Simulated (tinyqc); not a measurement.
Dopants and charged point defects at anneal temperature: Fermi-level effect, clustering and pairing: one step, computed by the program tinyqc. Command: `OMP_NUM_THREADS=1 python tinyqc.py 3013288 3013289 out.jsonl pairing walk`. One thread of a shared host (Intel(R) Xeon(R) Processor @ 2.30GHz), about 0.02 s of CPU time with the checks.

Boltzmann statistics and full ionisation of active dopants. Energies are counted from the valence band; the defect (a vacancy or self-interstitial) has five charge states, with all degeneracy factors one.

Question. Active and clustered dopant. p = A/2 + sqrt(A^2/4 + n_i^2) for an active density A. k ionised dopants and k carriers form one neutral cluster: C = N_s (A/N_s)^k (p/N_b)^k exp(E_b/k_B T), N_b the effective density of states of the majority band, and N = A + k C (60 bisections in ln A between ln N - 90 and ln N).

Inputs (values chosen for the exercise, with bands modelled on silicon):
```
quantity                      value   unit
anneal temperature T            960      K
total dopant density N      1.6e+19  cm^-3
site density N_s            4.3e+22  cm^-3
dopant atoms per cluster k        2      -
cluster binding energy E_b    0.781     eV
```

Dopant: acceptor. Second part: clustering of the dopant.

E_g = 0.9151769 eV

k_B T = 0.08272640 eV

n_i = 4.879693e+17 cm^-3

E_i = 0.4396157 eV

effective density of states N_b of the majority band = 9.914562e+19 cm^-3

Give: active density A; clusters C; active share.

Answer.

active density A = 1.3821e+19 cm^-3

clusters C = 1.0896e+18 cm^-3

active share = 0.86380

14 % of the dopant is lost to clusters.
